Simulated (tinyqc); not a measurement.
Length of a molecular wire: coherent transport through a tight-binding bridge. Computed by the program tinyqc. 

A uniform bridge between two chains:
```
parameter                        value
site energy (eV)              0.400000
hopping in the bridge (eV)    0.830000
lead hopping (eV)             2.410000
couplings (eV)              0.53, 0.94
E (eV)                        0.230000
```

T = Gamma_L Gamma_R |G_1n|^2 with the self-energies of semi-infinite chains.

Transmission against length:
```
sites           T    ln T
2      2.3712e-01  -1.439
3      4.9228e-01  -0.709
4      2.7184e-01  -1.303
5      3.7892e-01  -0.970
6      3.3033e-01  -1.108
7      3.0241e-01  -1.196
8      4.2170e-01  -0.863
9      2.5488e-01  -1.367
10     5.4951e-01  -0.599
```

E lies inside the band of the bridge (|E - e|/2h = 0.102 < 1): T does not decay but oscillates with length, between 0.237 and 0.550 here, as levels of the bridge pass E.
